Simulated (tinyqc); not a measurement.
## Short-channel transistor, virtual-source model with series resistance: supply voltage at a fixed off current

The current per gate width is the charge at the top of the source barrier (the virtual source) times its velocity times a saturation function; al and be are fitting constants of the model. Units: I in uA/um, Rs in ohm um, so I Rs = 1e-6 I Rs in volts; Q in uC/cm^2, so I = 1e-4 Q vx0 Fsat with vx0 in cm/s.

Intrinsic voltages Vg' = Vgs - I Rs, Vd' = Vds - 2 I Rs. n = n0 + nd Vd', VT = VT0 - dl Vd', Ff = 1/(1 + exp((Vg' - VT + al Vt/2)/(al Vt))), Q = Cinv n Vt ln(1 + exp((Vg' - VT + al Vt Ff)/(n Vt))), Vdsat = (vx0 L/mu)(1 - Ff) + Vt Ff, Fsat = u/(1 + u^be)^(1/be) with u = Vd'/Vdsat, and I = Q vx0 Fsat per width. I is solved self-consistently. For each supply Vdd, VT0 is set so that I(Vgs = 0, Vds = Vdd) = 1 nA/um; Ion = I(Vdd, Vdd); C = Cinv L + 0.59 fF/um of parasitic capacitance; delay C Vdd/Ion, energy C Vdd^2.

Parameters, values chosen for the exercise: temperature T = 325 K; inversion capacitance Cinv = 3.54 uF/cm^2; velocity at the virtual source vx0 = 1.32e7 cm/s; apparent mobility mu = 330 cm^2/(V s); channel length L = 16 nm; drain-induced barrier lowering dl = 0.2 V/V; subthreshold factor n0 = 1.1; growth of n with drain voltage nd = 0.05 1/V; threshold shift (in units of Vt) from weak to strong inversion al = 3.5; sharpness of saturation be = 1.6; series resistance of each contact Rs = 50 ohm um.

Constants: q = 1.602176634e-19 C, kB = 1.380649e-23 J/K, Vt = kB T/q. Results are converted to the units shown.

Results:
```
Vdd (V)  VT0 (V)  Ion (uA/um)  delay (ps)  energy (fJ/um)
0.4       0.5495        63.07       7.334          0.1850
0.5       0.5714        241.3       2.397          0.2891
0.7       0.6152        816.8      0.9910          0.5666
0.8       0.6370         1142      0.8098          0.7401
0.9       0.6589         1478      0.7044          0.9367
1         0.6807         1818      0.6361           1.156
1.1       0.7026         2161      0.5887           1.399
```

Estimate the missing row, Vdd = 0.6 V.

Computed row:
```
Vdd (V)  VT0 (V)  Ion (uA/um)  delay (ps)  energy (fJ/um)
0.6       0.5933        509.7       1.361          0.4163
```

With this row back in the table: The VT0 needed rises from 0.550 to 0.703 V and Ion rises from 63.1 to 2160 uA/um. The delay falls from 7.33 to 0.589 ps, while the energy grows as Vdd^2. Going from 0.4 to 0.5 V changes the delay by -67 %, going from 1 to 1.1 V by -7.5 %.

Numbers from tinyqc (`OMP_NUM_THREADS=1 python tinyqc.py 2380159 2380160 out.jsonl`; about 0.02 s on one thread of a shared Intel Xeon 2.30GHz).
